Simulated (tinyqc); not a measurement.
# Frequency dispersion of an accumulation capacitance by border traps, distributed model: effects of single changes

Traps spread evenly through the insulator exchange electrons with the semiconductor by tunnelling, with tau(x) = t0 exp(2 ka x) at depth x from the interface. The admittance per area Y seen at depth x obeys dY/dx = -Y^2/(i w eps0 eox) + q Nb ln(1 + i w tau)/tau, with Y(0) = i w Cs and w = 2 pi f; the gate sees Y(tox) = G + i w C. Working variable y = Y/(i w), in uF/cm^2. Cox = eps0 eox/tox.

Parameters, values chosen for the exercise; permittivity close to that of hafnium oxide:

| symbol | value | unit | meaning |
|---|---|---|---|
| eox | 19.2 |  | relative permittivity of the insulator |
| tox | 5 | nm | insulator thickness |
| Cs | 4.2 | uF/cm^2 | semiconductor capacitance in accumulation |
| Nb | 1.1e19 | cm^-3 eV^-1 | density of border traps |
| ka | 6.3 | 1/nm | decay constant of the wave function in the insulator |
| t0 | 1e-10 | s | time constant of a trap at the interface |
| f | 1e6 | Hz | frequency |

Constants: q = 1.602176634e-19 C, eps0 = 8.8541878128e-14 F/cm where lengths are in cm. Results are converted to the units shown.

Each table varies one quantity; the others keep the values above.

## Capacitance and loss against frequency

Cox; trap-free value 1/(1/Cox + 1/Cs); response depth d = ln(1/(w t0))/(2 ka), where w tau = 1; lumped estimate: all traps within d act as C_bt = q Nb d placed at d/2, so C = 1/{1/[1/(1/Cs + d/(2 eps0 eox)) + C_bt] + (tox - d/2)/(eps0 eox)}. C and G from a fine integration; dispersion -d C/d log10 f over C, from f times and over 1.1. For a broad spread of time constants G/w is close to -(pi/2) dC/d ln w.

The same in every row: trap-free C (uF/cm^2) = 1.879.

Capacitance and loss against frequency:
```
f (Hz)  d (nm)  C (uF/cm^2)  G/w (uF/cm^2)  dispersion (% a decade)  -(pi/2) dC/d ln w (uF/cm^2)  lumped C (uF/cm^2)
10       1.499        1.957       0.008080                   0.6051                     0.008077               1.951
100      1.316        1.945       0.007592                   0.5719                     0.007589               1.940
1000     1.133        1.935       0.007121                   0.5394                     0.007119               1.930
10000   0.9506        1.924       0.006668                   0.5077                     0.006665               1.920
1e5     0.7679        1.915       0.006230                   0.4767                     0.006228               1.911
1e6     0.5851        1.906       0.005808                   0.4465                     0.005806               1.902
1e7     0.4024        1.898       0.005394                   0.4171                     0.005400               1.894
```

What does the table show?

C falls from 1.957 to 1.898 uF/cm^2, towards the trap-free 1.879; each decade of frequency removes ln 10/(2 ka) = 0.183 nm from the response depth. The dispersion falls from 0.605 to 0.417 % a decade and G/w falls from 0.00808 to 0.00539 uF/cm^2. G/w lies between 0.999 and 1.00 times -(pi/2) dC/d ln w, the relation for a broad spread of time constants.

## Effect of the insulator thickness

Same model as above.

The same in every row: d (nm) = 0.5851.

Effect of the insulator thickness:
columns A: tox (nm); B: C (uF/cm^2); C: G/w (uF/cm^2); D: dispersion (% a decade); E: -(pi/2) dC/d ln w (uF/cm^2); F: lumped C (uF/cm^2); G: trap-free C (uF/cm^2)
```
A         B         C       D         E       F       G
2     2.872   0.01319  0.6728   0.01318   2.864   2.811
2.8   2.530   0.01023  0.5927   0.01023   2.524   2.483
3.9   2.174  0.007557  0.5093  0.007555   2.169   2.139
5.4   1.824  0.005320  0.4274  0.005319   1.821   1.799
7.5   1.489  0.003543  0.3488  0.003542   1.486   1.472
10    1.221  0.002385  0.2861  0.002384   1.220   1.210
14   0.9488  0.001439  0.2223  0.001439  0.9478  0.9420
20   0.7108  8.075e-4  0.1665  8.074e-4  0.7102  0.7069
```

As tox goes from 2 to 20, C falls from 2.87 to 0.711 uF/cm^2, the dispersion falls from 0.673 to 0.167 % a decade and G/w falls from 0.0132 to 8.07e-4 uF/cm^2. The lumped estimate is 0.30 % below C in the first row and 0.075 % below it in the last.

Computed by the program tinyqc: `OMP_NUM_THREADS=1 python tinyqc.py 2202191 2202192 out.jsonl`, one thread of a shared Intel Xeon 2.30GHz, about 0.4 s for the whole run.
